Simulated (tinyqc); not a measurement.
Inside a calculation. Method: exchange-only LDA atom on a uniform radial grid, spin-unpolarised, for F+. Computed by tinyqc, a small Python program that keeps every step. Settings: Z = 9, points = 256, R = 9.5, functional = Slater exchange alone, mixing = 0.4, iteration cap = 65. Command: `OMP_NUM_THREADS=1 python tinyqc.py 27252 27253 out.jsonl` (the two numbers bound the seeds that draw the settings). One thread of a shared host (Intel(R) Xeon(R) Processor @ 2.60GHz), about 1 s of CPU time with the checks. Later iterations appear only in the table of the cycle.

## Iteration 1

Spherical atom on a uniform radial grid r_j = j h with h = R/(N + 1), h sum u^2 = 1 and integrals as h times sums, u(0) = u(R) = 0 (atomic units):
```
parameter           value
Z                       9
points N              256
R                9.500000
h                0.036965
mixing           0.400000
electrons in 1s         2
electrons in 2s         2
electrons in 2p         4
```

Three-point differences turn -u''/2 + [l(l+1)/2r^2 - Z/r + V] u = e u into a tridiagonal matrix (diagonal 1/h^2 + potential, off-diagonal -1/2h^2). D = sum f u^2; the Hartree potential y/r solves y'' = -D/r with y(0) = 0, y(R) = N_e; v_xc comes from rho = D/(4 pi r^2); E = sum f e - int D V + int D (V_H/2 + eps_xc); V(new) = V + mixing (V_H + v_xc - V).

eigenvalues (hartree): 1s -39.43741, 2s -10.05591, 2p -10.14874

Every 16th grid point:
```
r           V in     u(1s)      u(2s)     u(2p)         D       V_H       v_xc
0.59144  0.00000   0.16666   -1.30642   1.20996   9.32508  12.41102   -1.26531
1.18288  0.00000   0.00179   -0.48308   0.33586   0.91795   6.74843   -0.36804
1.77432  0.00000  1.43e-05   -0.08287   0.05258   0.02479   4.50863   -0.08427
2.36576  0.00000  1.02e-07   -0.01079   0.00651   0.00040   3.38158   -0.01762
2.95720  0.00000  6.86e-10   -0.00122   0.00071  4.98e-06   2.70526   -0.00351
3.54864  0.00000         0   -0.00013   0.00007  5.18e-08   2.25439   -0.00068
4.14008  0.00000         0  -1.22e-05  6.76e-06  4.81e-10   1.93233   -0.00013
4.73152  0.00000         0  -1.14e-06  6.16e-07         0   1.69079  -2.40e-05
5.32296  0.00000   0.00000  -1.02e-07  5.44e-08         0   1.50292    0.00000
5.91440  0.00000   0.00000  -8.95e-09  4.68e-09         0   1.35263    0.00000
6.50584  0.00000   0.00000  -7.69e-10  3.95e-10         0   1.22967    0.00000
7.09728  0.00000   0.00000  -6.49e-11  3.28e-11         0   1.12719    0.00000
7.68872  0.00000   0.00000          0         0         0   1.04049    0.00000
8.28016  0.00000   0.00000          0         0         0   0.96617    0.00000
8.87160  0.00000   0.00000          0         0         0   0.90175    0.00000
9.46304  0.00000   0.00000          0         0         0   0.84539    0.00000
```

total energy = -87.3093756 hartree

## Iteration 2

As before.

eigenvalues (hartree): 1s -31.39182, 2s -5.84663, 2p -5.42933

Every 16th grid point:
```
r           V in     u(1s)      u(2s)     u(2p)         D       V_H       v_xc
0.59144  4.45828   0.19773   -1.17203   1.16742   8.27695  11.68361   -1.21601
1.18288  2.55215   0.00311   -0.66720   0.54733   2.08862   6.70152   -0.48408
1.77432  1.76974  3.92e-05   -0.18837   0.15609   0.16842   4.50698   -0.15960
2.36576  1.34558  4.53e-07   -0.04184   0.03642   0.00881   3.38153   -0.04926
2.95720  1.08070  4.98e-09   -0.00822   0.00762   0.00037   2.70526   -0.01472
3.54864  0.90148  5.33e-11   -0.00150   0.00149  1.33e-05   2.25439   -0.00432
4.14008  0.77288         0   -0.00026   0.00028  4.42e-07   1.93233   -0.00125
4.73152  0.67631         0  -4.34e-05  4.98e-05  1.37e-08   1.69079   -0.00036
5.32296  0.60117   0.00000  -7.05e-06  8.71e-06  4.03e-10   1.50292   -0.00010
5.91440  0.54105   0.00000  -1.12e-06  1.49e-06  1.14e-11   1.35263  -2.92e-05
6.50584  0.49187   0.00000  -1.75e-07  2.51e-07         0   1.22967    0.00000
7.09728  0.45088   0.00000  -2.69e-08  4.17e-08         0   1.12719    0.00000
7.68872  0.41619   0.00000  -4.09e-09  6.83e-09         0   1.04049    0.00000
8.28016  0.38647   0.00000  -6.15e-10  1.11e-09         0   0.96617    0.00000
8.87160  0.36070   0.00000  -9.02e-11  1.75e-10         0   0.90175    0.00000
9.46304  0.33816   0.00000          0         0         0   0.84539    0.00000
```

total energy = -93.0781724 hartree

## Iteration 3

As before.

eigenvalues (hartree): 1s -27.37434, 2s -3.74732, 2p -3.15690

Every 16th grid point:
```
r           V in     u(1s)      u(2s)     u(2p)         D       V_H       v_xc
0.59144  6.86201   0.21459   -1.06069   1.07691   6.98111  11.04915   -1.14892
1.18288  4.01827   0.00409   -0.76437   0.67923   3.01398   6.61804   -0.54702
1.77432  2.80080   0.00006   -0.28839   0.27735   0.47403   4.50040   -0.22534
2.36576  2.14026  9.60e-07   -0.08811   0.09536   0.05190   3.38111   -0.08899
2.95720  1.72464  1.37e-08   -0.02424   0.02990   0.00475   2.70524   -0.03456
3.54864  1.44092  1.92e-10   -0.00626   0.00885   0.00039   2.25438   -0.01332
4.14008  1.23616         0   -0.00155   0.00252  3.02e-05   1.93233   -0.00511
4.73152  1.08196         0   -0.00037   0.00070  2.21e-06   1.69079   -0.00196
5.32296  0.96183         0   -0.00009   0.00019  1.56e-07   1.50292   -0.00075
5.91440  0.86567         0  -2.02e-05  4.97e-05  1.07e-08   1.35263   -0.00029
6.50584  0.78699         0  -4.58e-06  1.30e-05  7.18e-10   1.22967   -0.00011
7.09728  0.72140         0  -1.03e-06  3.35e-06  4.71e-11   1.12719  -4.14e-05
7.68872  0.66591         0  -2.29e-07  8.57e-07         0   1.04049  -1.58e-05
8.28016  0.61835         0  -5.03e-08  2.16e-07         0   0.96617    0.00000
8.87160  0.57712         0  -1.06e-08  5.17e-08         0   0.90175    0.00000
9.46304  0.54105         0  -4.16e-10  2.17e-09         0   0.84539    0.00000
```

total energy = -95.0397558 hartree

## Convergence

Stop when input and output potentials agree to 1e-7.

Course of the cycle (hartree):
```
iteration            E      e(1s)      e(2s)      e(2p)  largest |V(out) - V(in)|
1          -87.3093756  -39.43741  -10.05591  -10.14874                  2.43e+01
2          -93.0781724  -31.39182   -5.84663   -5.42933                  1.21e+01
3          -95.0397558  -27.37434   -3.74732   -3.15690                  5.69e+00
4          -95.5530434  -25.48228   -2.70680   -2.07104                  2.57e+00
5          -95.6531181  -24.63611   -2.19292   -1.55006                  1.15e+00
6          -95.6686469  -24.26308   -1.93533   -1.29399                  5.37e-01
7          -95.6710329  -24.09179   -1.80118   -1.16231                  2.70e-01
8          -95.6715150  -24.00699   -1.72811   -1.09115                  1.45e-01
9          -95.6716495  -23.96181   -1.68690   -1.05118                  8.13e-02
10         -95.6716935  -23.93646   -1.66313   -1.02817                  4.69e-02
11         -95.6717086  -23.92179   -1.64926   -1.01475                  2.74e-02
...                ...        ...        ...        ...                       ...
25         -95.6717167  -23.90052   -1.62937   -0.99551                  1.83e-05
26         -95.6717167  -23.90051   -1.62936   -0.99550                  1.08e-05
27         -95.6717167  -23.90051   -1.62936   -0.99550                  6.44e-06
28         -95.6717167  -23.90051   -1.62936   -0.99550                  3.82e-06
29         -95.6717167  -23.90051   -1.62936   -0.99549                  2.27e-06
30         -95.6717167  -23.90051   -1.62936   -0.99549                  1.34e-06
31         -95.6717167  -23.90051   -1.62936   -0.99549                  7.98e-07
32         -95.6717167  -23.90051   -1.62936   -0.99549                  4.73e-07
33         -95.6717167  -23.90051   -1.62936   -0.99549                  2.80e-07
34         -95.6717167  -23.90051   -1.62936   -0.99549                  1.66e-07
35         -95.6717167  -23.90051   -1.62936   -0.99549                  9.86e-08
```

Converged in 35 iterations. A uniform grid resolves the cusp poorly: for a bare nucleus this grid gives 1s at -39.43741 against -Z^2/2 = -40.5 hartree. Before convergence this energy mixes input and output and is not variational, so it may rise towards its limit.
